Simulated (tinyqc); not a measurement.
# Sheet resistance and contact resistivity from two gaps

Problem. A circular structure with r0 >> Lt has R = (Rsh/2 pi) [Lt (1/r0 + 1/r1) + ln(r1/r0)], r1 = r0 + sp, Lt = sqrt(rc/Rsh). Find Rsh, Lt and rc.

Values chosen for this exercise: radius of the inner contact r0 = 33 um.

R at sp = 6.6 and 30 um (ohm): [7.8581569, 22.290569]

Answer. R is linear in Rsh and Rsh Lt, so two gaps give both.

Rsh = 200.0 ohm/sq
Lt = 1.162 um
rc = 2.700e-6 ohm cm^2

Computed by the program tinyqc: `OMP_NUM_THREADS=1 python tinyqc.py 2760053 2760054 out.jsonl`, one thread of a shared Intel Xeon 2.30GHz, about 0.01 s for the whole run.
